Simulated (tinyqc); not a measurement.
From results back to parameters: carbon nanotube by zone folding. Four cases, with inputs chosen for the exercise.

Problem. d = sqrt3 acc sqrt(n^2 + nm + m^2)/pi and tan(theta) = sqrt3 m/(2n + m). Diameter and chiral angle below belong to a hidden tube.

Find: n, m; type in zone folding.

Method. With L = pi d/a, a = sqrt3 acc, the components of C are n + m/2 = L cos(theta) and sqrt3 m/2 = L sin(theta). The tube is metallic where n - m is a multiple of three.

Case 1.

Values chosen (out of a larger set: near those used for carbon; not measured data): acc = 1.42 angstrom (bond length).

d = 13.583 angstrom
theta = 11.52 degrees

Solution.

n, m: 15  4

type in zone folding: semiconducting

Case 2.

Values chosen (out of a larger set: near those used for carbon; not measured data): acc = 1.42 angstrom (bond length).

d = 14.372 angstrom
theta = 22.17 degrees

Solution.

n, m: 13  8

type in zone folding: semiconducting

Case 3.

Values chosen (out of a larger set: near those used for carbon; not measured data): acc = 1.42 angstrom (bond length).

d = 5.911 angstrom
theta = 6.59 degrees

Solution.

n, m: 7  1

type in zone folding: metallic

Case 4.

Values chosen (out of a larger set: near those used for carbon; not measured data): acc = 1.44 angstrom (bond length).

d = 15.084 angstrom
theta = 0.00 degrees

Solution.

n, m: 19  0

type in zone folding: semiconducting

Computed by tinyqc, one run a case: `OMP_NUM_THREADS=1 python tinyqc.py N N+1 out.jsonl` with N = 1451317, 1451362, 1451378, 1451434; one thread of a shared Intel(R) Xeon(R) Processor @ 2.30GHz, about 0.05 s a run at most.
